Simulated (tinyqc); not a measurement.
# Quantum point contact as a saddle point, step by step

Numbers from tinyqc (`OMP_NUM_THREADS=1 python tinyqc.py 2740128 2740129 out.jsonl`; about 0.07 s on one thread of a shared Intel Xeon 2.30GHz). Printed values are rounded.

Potential V0 - m wx^2 x^2/2 + m wy^2 y^2/2; energies are counted from V0. Mode n = 0, 1, ... transmits T_n(E) = 1/(1 + exp(-2 pi (E - E_n)/wx)), E_n = wy (n + 1/2); each mode carries 2 q^2/h.

Values chosen for this exercise:

| symbol | value | unit | meaning |
|---|---|---|---|
| T | 1.5 | K | temperature |
| wy | 5.2 | meV | transverse quantum hbar wy |
| wx | 2.3 | meV | curvature of the barrier hbar wx |
| mu | 2.32 | meV | Fermi level above the saddle point |
| nE | 11 |  | points of the energy grid |
| xm | 6 |  | half-range of the grid in kB T |

Constants: q = 1.602176634e-19 C, kB = 1.380649e-23 J/K, h = 6.62607015e-34 J s, Vt = kB T/q. Results are converted to the units shown.

## Transmissions at the Fermi level

At zero temperature g = G/(2 q^2/h) = sum T_n(mu); Fano factor sum T_n (1 - T_n)/sum T_n. Modes beyond those listed are in the sums but add less than 1e-4 to g.

| mode | E_n (meV) | T_n |
|---|---|---|
| 0 | 2.60000 | 0.317581 |
| 1 | 7.80000 | 0.000000 |

g = 0.31758
G = 24.607 uS
Fano factor = 0.6824

## Thermal average on a coarse grid

g(T) = int g(E) (-df/dE) dE = int g(mu + x kB T) dx/(4 cosh^2(x/2)), g(E) the zero-temperature value at E, g = G/(2 q^2/h). Simpson's rule on nE equally spaced x from -xm to xm.

| point | x | E (meV) | g(E) | weight |
|---|---|---|---|---|
| 0 | -6.00000 | 1.54444 | 0.052970 | 0.002467 |
| 1 | -4.80000 | 1.69955 | 0.078720 | 0.008096 |
| 2 | -3.60000 | 1.85466 | 0.115462 | 0.025890 |
| 3 | -2.40000 | 2.00978 | 0.166258 | 0.076255 |
| 4 | -1.20000 | 2.16489 | 0.233501 | 0.177894 |
| 5 | 0.00000 | 2.32000 | 0.317582 | 0.250000 |
| 6 | 1.20000 | 2.47511 | 0.415525 | 0.177894 |
| 7 | 2.40000 | 2.63022 | 0.520631 | 0.076255 |
| 8 | 3.60000 | 2.78534 | 0.623941 | 0.025890 |
| 9 | 4.80000 | 2.94045 | 0.717086 | 0.008096 |
| 10 | 6.00000 | 3.09556 | 0.794750 | 0.002467 |

integral of the weight = 0.997951
g(T) = 0.329664
g(T) divided by the integral of the weight = 0.330341

A converged quadrature gives 0.33105; this grid is 0.42 % below that, and its weight integrates to 0.9980 in place of 1.
